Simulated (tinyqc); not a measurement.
Hubbard chain of 5 sites, step by step. One step of it, computed by the program tinyqc.

Task: Mean-field iteration 2. H(up) = T + U n(down), H(down) = T + U n(up); fill the lowest levels; n(new) = n + mixing (n(out) - n); E = tr T (rho up + rho down) + U sum n_up n_down of the output.

one-body matrix (hopping and site energies) (eV), lower triangle:
```
,1,2,3,4,5
1,0.320000
2,-1.050000,0.460000
3,0.000000,-1.050000,-0.560000
4,0.000000,0.000000,-1.050000,0.790000
5,0.000000,0.000000,0.000000,-1.050000,-0.980000
```

U = 1.000000 eV

electrons, up and down: 2  2

mixing = 0.500000

n(up) after iteration 1: 1 0.468183, 2 0.096367, 3 0.763456, 4 0.078814, 5 0.868180

n(down) after iteration 1: 1 0.065463, 2 0.666873, 3 0.205327, 4 0.597166, 5 0.315171

Give: levels, up; levels, down; energy; n(up) after iteration 2; n(down) after iteration 2.

Result:

levels, up (eV): -1.5410  -0.8901  -0.0173  1.8514  2.4770

levels, down (eV): -1.3754  -0.6342  0.3349  1.6479  2.3319

energy = -5.1636 eV

n(up) after iteration 2: 1 0.2969, 2 0.1716, 3 0.6828, 4 0.1391, 5 0.8471

n(down) after iteration 2: 1 0.1239, 2 0.5589, 3 0.3096, 4 0.4662, 5 0.4664
